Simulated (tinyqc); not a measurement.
Regular and subregular solution with a miscibility gap: one step, computed by the program tinyqc. Command: `OMP_NUM_THREADS=1 python tinyqc.py 3026760 3026761 out.jsonl regsol walk`. One thread of a shared host (Intel(R) Xeon(R) Processor @ 2.30GHz), about 0.01 s of CPU time with the checks.

Per mole of mixing sites: G(x) = x (1 - x) [L0 + L1 (1 - 2x)] + R T [x ln x + (1 - x) ln(1 - x)], x the fraction of B.

Question. G, chemical potentials and activities. G' = L0 (1 - 2x) + L1 (1 - 6x + 6x^2) + R T ln[x/(1 - x)]; G'' = -2 L0 - 6 L1 (1 - 2x) + R T/[x (1 - x)]. mu_A = G - x G', mu_B = G + (1 - x) G', activity = exp(mu/(R T)).

Inputs (values chosen for the exercise, for a model alloy): asymmetry L1 = 0 kJ/mol; temperature T = 225 K.

L0 = 8.6 kJ/mol

Constants: R = 8.314462618 J/(mol K).

Give: G, G'' and activities at x = 0.02, 0.1, 0.2, 0.35, 0.5, 0.65, 0.8, 0.9, 0.98.

Answer.

G, G'' and activities at x = 0.02, 0.1, 0.2, 0.35, 0.5, 0.65, 0.8, 0.9, 0.98:

| x | G (kJ/mol) | G'' (kJ/mol) | activity of A | activity of B |
|---|---|---|---|---|
| 0.02 | -0.01485 | 78.247 | 0.9818 | 1.6537 |
| 0.10 | 0.16585 | 3.586 | 0.9423 | 4.1415 |
| 0.20 | 0.43987 | -5.508 | 0.9615 | 3.7912 |
| 0.35 | 0.74529 | -8.977 | 1.1415 | 2.4411 |
| 0.50 | 0.85329 | -9.717 | 1.5779 | 1.5779 |
| 0.65 | 0.74529 | -8.977 | 2.4411 | 1.1415 |
| 0.80 | 0.43987 | -5.508 | 3.7912 | 0.9615 |
| 0.90 | 0.16585 | 3.586 | 4.1415 | 0.9423 |
| 0.98 | -0.01485 | 78.247 | 1.6537 | 0.9818 |

G'' is negative at 5 of the nine compositions (0.2, 0.35, 0.5, 0.65, 0.8), where the solution is unstable.
